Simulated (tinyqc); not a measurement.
Inputs raised by 2 %, one at a time: Keating valence-force model of a tetrahedral crystal. Computed by tinyqc, a small Python program. Command: `OMP_NUM_THREADS=1 python tinyqc.py 3024946 3024947 out.jsonl keating sens`. One thread of a shared host (Intel(R) Xeon(R) Processor @ 2.30GHz), about 0.07 s of CPU time with the checks.

Atom A sits at 0 and atom B at a/4 (1,1,1) of an fcc lattice; the four bonds from A are t = a/4 (1,1,1), a/4 (1,-1,-1), a/4 (-1,1,-1), a/4 (-1,-1,1), of length d = sqrt(3) a/4. Energy: E = (3 alpha/(8 d^2)) sum over bonds (r.r - d^2)^2 + (3 beta/(8 d^2)) sum over pairs of bonds at one atom (r_i.r_j + d^2/3)^2; both atoms have the mass M. The cell holds two atoms, Omega = a^3/4. 1 N/m = 1 J/m^2.

Inputs (values chosen for the exercise, for a model crystal):
```
quantity               value      unit
lattice constant a     4.616  angstrom
atomic mass M           49.2         u
bond stretching alpha   43.6       N/m
bond bending beta       14.8       N/m
mesh divisions n           4         -
temperature T            200         K
```

Structure: diamond.

Constants: nu for 1 eV/(angstrom^2 u) = 15.6333042 THz; 1 eV/angstrom^2 = 16.02176634 J/m^2; h x 1 THz = 4.135667696 meV; k_B = 8.617333262e-05 eV/K.

Method:
- C11 = (alpha + 3 beta)/a, C12 = (alpha - beta)/a, C44 = 4 alpha beta/(a (alpha + beta)); with the two sublattices clamped C44(0) = (alpha + beta)/a; internal-strain parameter zeta = (alpha - beta)/(alpha + beta); B = (C11 + 2 C12)/3.
- With displacements u exp(i q.r), each bracket changes by g.u, where g = (g_A, g_B): bond t, g = (-2 t, 2 t exp(i q.t)); pair (i, j) at A, g = (-(t_i + t_j), t_i exp(i q.t_j) + t_j exp(i q.t_i)); pair at B, g = (-t_i exp(-i q.t_j) - t_j exp(-i q.t_i), t_i + t_j). Then D_mn = sum over the 4 bonds and 12 pairs of (4 k/a^2) conj(g_m) g_n / sqrt(M_m M_n), with k = alpha or beta converted to eV/angstrom^2.
- An eigenvalue lambda of D in eV/(angstrom^2 u) gives nu = 15.6333042 THz x sqrt(lambda).
- Take the lowest frequency at X = (1, 0, 0) 2 pi/a, the transverse acoustic (TA) mode.
- Mesh: q = sum_i (m_i + 1/2)/n b_i, m_i = 0..n-1, with b = [[-1, 1, 1], [1, -1, 1], [1, 1, -1]] in 2 pi/a; sums over the six modes are averaged over the n^3 points and halved, per atom.
- With x = h nu/(k_B T) and n = 1/(exp(x) - 1) for each mode: F = k_B T [x/2 + ln(1 - exp(-x))], U = k_B T x (n + 1/2), S/k_B = x n - ln(1 - exp(-x)), C/k_B = x^2 n (n + 1).
- The acoustic share counts the three lowest modes at each q; zero-point energy = sum h nu/2.

Runs:
```
input moved                     from       to  C44 (GPa)  internal-strain parameter zeta  TA frequency at X (THz)  zero-point energy (meV/atom)
base run                           -        -     95.748                         0.49315                   6.0588                        51.466
lattice constant a (angstrom)  4.616  4.70832     93.871                         0.49315                   6.0588                        51.466
atomic mass M (u)               49.2   50.184     95.748                         0.49315                   5.9991                        50.959
bond stretching alpha (N/m)     43.6   44.472     96.226                         0.50061                   6.0588                        51.791
bond bending beta (N/m)         14.8   15.096     97.170                         0.48562                   6.1191                        51.653
temperature T (K)                200      204     95.748                         0.49315                   6.0588                        51.466
```

Exponents ln(y'/y) / ln(x'/x):
```
input                     C44  internal-strain parameter zeta  TA frequency at X  zero-point energy
lattice constant a     -1.000                           0.000                0.0              0.000
atomic mass M           0.000                           0.000               -0.5             -0.500
bond stretching alpha   0.252                           0.758                0.0              0.318
bond bending beta       0.745                          -0.777                0.5              0.184
temperature T           0.000                           0.000                0.0              0.000
```

To which inputs is each result most sensitive?

Among the inputs moved here: C44 answers most in size to lattice constant a (exponent -1.000), next to bond bending beta (+0.745); its exponent is below 0.0005 for atomic mass M, temperature T. Its exponent -1.000 in lattice constant a: at fixed alpha and beta every C scales as 1/a. Internal-strain parameter zeta answers most in size to bond bending beta (exponent -0.777), next to bond stretching alpha (+0.758); its exponent is below 0.0005 for lattice constant a, atomic mass M, temperature T. TA frequency at X answers most in size to atomic mass M (exponent -0.500), and about equally to bond bending beta (+0.500); its exponent is below 0.0005 for lattice constant a, bond stretching alpha, temperature T. Its exponent +0.500 in bond bending beta: this mode mostly bends angles, so nu goes as sqrt(beta). Zero-point energy answers most in size to atomic mass M (exponent -0.500), next to bond stretching alpha (+0.318); its exponent is below 0.0005 for lattice constant a, temperature T.
